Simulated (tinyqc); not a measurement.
# Thin-body transistor below threshold, two-dimensional Poisson equation on a small mesh: choice of the relaxation factor

A thin body on a thick buried insulator of low permittivity, taken as carrying no normal field at the bottom of the body (row 0). Mobile charge is neglected (subthreshold), the body is fully depleted, and potentials are counted from the intrinsic level; rows run upward to the gate, columns from source to drain.

Mesh: rows i = 0..3 in the semiconductor (step hs = tb/3, row 3 on the interface), then 1 step(s) ho = tox/1 up to the gate row 4; columns j = 0..6 (step hy = L/6). Box integration, divided by eps0: up_i = eps hy/h of the interval above row i, dn_i = that of the interval below (0 for row 0), lat_i = (sum of eps h/2 over the intervals above and below)/hy, s_i = -q Na w_i hy/eps0 with w_i the semiconductor height of the box (hs/2 for row 0 and the interface row, hs between, 0 in the insulator). Each free node obeys (up + dn + 2 lat) psi = up psi(above) + dn psi(below) + lat [psi(left) + psi(right)] + s. Fixed values: gate row Vg - Vfb; column 0 at Vbi and the last column at Vbi + Vd in the semiconductor, each running linearly to Vg - Vfb across the insulator. Sweeps go row by row from row 0, left to right, psi(new) = psi + omega (t - psi) with t the value that solves the node equation for the newest neighbours; free nodes start at zero; stop when the largest change is below 1e-7 V.

Values chosen for this exercise; semiconductor permittivity made up: relative permittivity of the semiconductor eps_r = 12.2; relative permittivity of the insulator eox = 3.9; body thickness tb = 6 nm; insulator thickness tox = 2.2 nm; channel length L = 57 nm; acceptor density of the depleted body Na = 0 cm^-3; potential of the source Vbi = 0.49 V; gate offset Vfb = 0.02 V; gate voltage Vg = 0.1 V; drain voltage Vd = 0.05 V.

Constants: q = 1.602176634e-19 C, eps0 = 8.8541878128e-14 F/cm where lengths are in cm. Results are converted to the units shown.

Choice of the relaxation factor:

| omega | sweeps |
|---|---|
| 1 | 148 |
| 1.1 | 122 |
| 1.2 | 100 |
| 1.3 | 81 |
| 1.4 | 63 |
| 1.5 | 46 |
| 1.6 | 32 |
| 1.7 | 43 |
| 1.8 | 66 |
| 1.9 | 138 |

Gauss-Seidel (omega = 1) takes 148 sweeps; the fewest, 32, are at omega = 1.6, and omega = 1.9 takes 138. The Jacobi matrix of this mesh has spectral radius rho = 0.9596, so theory puts the best factor at 2/(1 + sqrt(1 - rho^2)) = 1.56.

Program tinyqc, `OMP_NUM_THREADS=1 python tinyqc.py 2480038 2480039 out.jsonl`; Intel Xeon 2.30GHz, shared host, one thread, about 0.1 s.
